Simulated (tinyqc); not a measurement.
All estimates against temperature: estimate of lattice thermal conductivity from elastic moduli (Slack, Klemens and Cahill formulas). Computed by tinyqc, a small Python program. Command: `OMP_NUM_THREADS=1 python tinyqc.py 3024259 3024260 out.jsonl slack walk`. One thread of a shared host (Intel(R) Xeon(R) Processor @ 2.30GHz), about 0.01 s of CPU time with the checks.

An isotropic solid.

Inputs (values chosen for the exercise, for a model crystal): bulk modulus B = 56.4 GPa; shear modulus G = 40.4 GPa; volume per atom V = 22.6 angstrom^3; mean atomic mass M = 99 u; atoms per primitive cell n = 8; volume expansion coefficient alpha_V = 70.1 ppm/K; temperature T = 400 K; disorder parameter Gamma = 0.0015; grain size d = 13000 nm.

Grueneisen parameter: from thermal expansion.

Constants: u = 1.6605390666e-27 kg; hbar = 1.054571817e-34 J s; k_B = 1.380649e-23 J/K; h = 6.62607015e-34 J s.

Method:
- rho = M/V; vL = sqrt((B + 4G/3)/rho), vT = sqrt(G/rho); v_m = [(vL^-3 + 2 vT^-3)/3]^(-1/3); Poisson ratio sigma = (3B - 2G)/(6B + 2G); Theta = hbar v_m (6 pi^2/V)^(1/3)/k_B.
- gamma = alpha_V B V/(3 k_B), with the classical heat capacity 3 k_B per atom.
- Slack, an estimate for T near or above Theta_a: kappa = A M Theta_a^3 delta n^(1/3)/(gamma^2 T) in W/(m K), with M in u, delta = V^(1/3) in angstrom, Theta_a = Theta n^(-1/3) and A = 2.43e-6/(1 - 0.514/gamma + 0.228/gamma^2).
- High-temperature forms with the classical heat capacity. Klemens: kappa/kappa_0 = arctan(u)/u, u^2 = pi^2 Theta V Gamma kappa_0/(h v_m^2). Grains: 1/kappa_poly = 1/kappa + 1/(C v_m d/3), C = 3 k_B/(n V), the acoustic branches alone.
- Cahill minimum: kappa_min = (pi/6)^(1/3) k_B V^(-2/3) sum over L, T, T of v (T/Theta_i)^2 int_0^(Theta_i/T) x^3 e^x/(e^x - 1)^2 dx, Theta_i = Theta v_i/v_m (64 Gauss-Legendre points).

Grueneisen parameter gamma = 2.15725

Debye temperature Theta = 274.295 K

v_m = 2604.81 m/s

vL = 3893.45 m/s

vT = 2356.69 m/s

acoustic Debye temperature Theta_a = 137.147 K

Kappa (W/(m K)):
```
T (K)  perfect crystal  with point defects  polycrystal  minimum
200             4.6505              4.5112       4.5033  0.53752
300             3.1003              3.0373       3.0337  0.57010
400             2.3252              2.2895       2.2874  0.58243
550             1.6911              1.6720       1.6709  0.59016
750             1.2401              1.2298       1.2292  0.59426
1000            0.9301              0.9243       0.9239  0.59636
1300            0.7155              0.7120       0.7118  0.59747
1700            0.5471              0.5451       0.5450  0.59814
```

The perfect crystal follows 1/T. With point defects the exponent runs from -0.98 to -1.00 (the strong-disorder limit is -1/2), and with grains from -0.97 to -1.00. The polycrystal estimate falls below the minimum from 1700 K on, where it loses its meaning.

Extremes, crossings and ranges named in words are read from the listed rows.
